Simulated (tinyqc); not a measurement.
Inside a calculation: spherical quantum dot. Values are carried at full precision from step to step, so a last printed digit may differ when a step is redone from the rounded ones.

With hard walls E = c (x/R)^2/mw, x a zero of j_l: 1s 3.141593; 2s 6.283185; 1p 4.493409; 2p 7.725252; 1d 5.763459; 2d 9.095011; 1f 6.987932; 2f 10.417119.

Constants: hbar^2/2m0 = 3.80998211 eV angstrom^2; e^2/(4 pi eps0) = 14.39964547 eV angstrom; Ry = 13.60569312 eV; a0 (Bohr radius) = 0.5291772105 angstrom; hc = 1239.841984 eV nm.

Values chosen for the exercise (near those of an InGaAs dot in InAlAs; the results hold for these values, not for the real material):
```
symbol  value   unit      meaning
R       86      angstrom  radius
mw      0.0421  m0        mass inside
V0      0.544   eV        barrier height
mb      0.0714  m0        mass outside
E       0.0937  eV        trial energy
Eg      0.8     eV        bulk gap
mh      0.4     m0        hole mass
eps     13.3              dielectric constant inside
eps_o   4.8               dielectric constant beyond a thin barrier shell (oxide or ligands)
```

## Hard-wall levels

The six lowest of these, with their orbital degeneracy; c = hbar^2/2m0.

Hard walls:
```
state  degeneracy       x  E (eV)
1s              1  3.1416  0.1208
1p              3  4.4934  0.2471
1d              5  5.7635  0.4065
2s              1  6.2832  0.4831
1f              7  6.9879  0.5975
2p              3  7.7253  0.7302
```

Shells close, with spin and per valley, at 2, 8, 18, 20 electrons; levels above about 0.3 eV are beyond a parabolic mass, and anisotropic valleys split the shells. The real barrier, V0 = 0.544 eV, lies below 2 values at the end of the list.

## The matching condition at a trial energy

A sphere of radius R, isotropic masses, c = hbar^2/2m0, k = sqrt(mw E/c), kappa = sqrt(mb (V0 - E)/c). State n l is the spherical Bessel function j_l(k r) inside and k_l(kappa r) outside; psi and psi'/m are continuous: (k/mw) j_l'(kR)/j_l(kR) = (kappa/mb) k_l'(kappa R)/k_l(kappa R). For l = 0 this reads kR cot(kR) = 1 - (mw/mb)(1 + kappa R).

Both sides for the lowest state, in the form for l = 0.

k R = 2.7672
kappa R = 7.9002
left side = -7.0436
right side = -4.2479

The left side falls with E and the right side rises; here the left is the smaller, so the level lies below the trial energy.

## Bound levels

All roots below V0 for angular numbers 0 to 3, two each at most; the last column is the ratio to the hard-wall level.

Finite barrier:
```
state  degeneracy  E (eV)     k R  E/E(hard)
1s              1  0.0826  2.5985      0.684
1p              3  0.1690  3.7160      0.684
1d              5  0.2766  4.7541      0.680
2s              1  0.3314  5.2045      0.686
1f              7  0.4018  5.7307      0.673
2p              3  0.4913  6.3367      0.673
```

6 levels of these are bound; the lowest reaches 68 % of its hard-wall value.

## Lowest optical transition

Brus estimate with the correlation term of Kayanuma, both carriers between hard walls: E = Eg + c (pi/R)^2 (1/mw + 1/mh) - 1.786 q/(eps R) - 0.248 Ry*, with q = e^2/(4 pi eps0), Ry* = Ry mu/eps^2, 1/mu = 1/mw + 1/mh, a* = a0 eps/mu, c = hbar^2/2m0. It assumes R below about a*.

Give the terms and the wavelength hc/E.

mu = 0.0381 m0
a* = 184.8 angstrom

confinement, Coulomb and correlation terms (eV): 0.1335  -0.0225  -0.0007

E = 0.9103 eV
wavelength = 1362.1 nm

R/a* = 0.47: strong confinement, as the formula assumes. For the electron, hard walls give 38 meV more than the finite barrier.

## Charging energy

Two electrons in the hard-wall 1s state repel by U = 1.786 q/(eps R) + q (1/eps_o - 1/eps)/R, the second term from the polarisation of the surface; q = e^2/(4 pi eps0). The addition energies are U for the second electron and U + E(1p) - E(1s) for the third, with U taken as constant and hard-wall levels.

direct term = 22.5 meV
polarisation term = 22.3 meV

addition energies (meV): 44.8  171.1

## Checks

- Lowest level by radial finite differences against the matching condition, eV: both 0.0826.

tinyqc: `OMP_NUM_THREADS=1 python tinyqc.py 1280402 1280403 out.jsonl`; about 0.05 s, one thread, shared Intel(R) Xeon(R) Processor @ 2.30GHz.
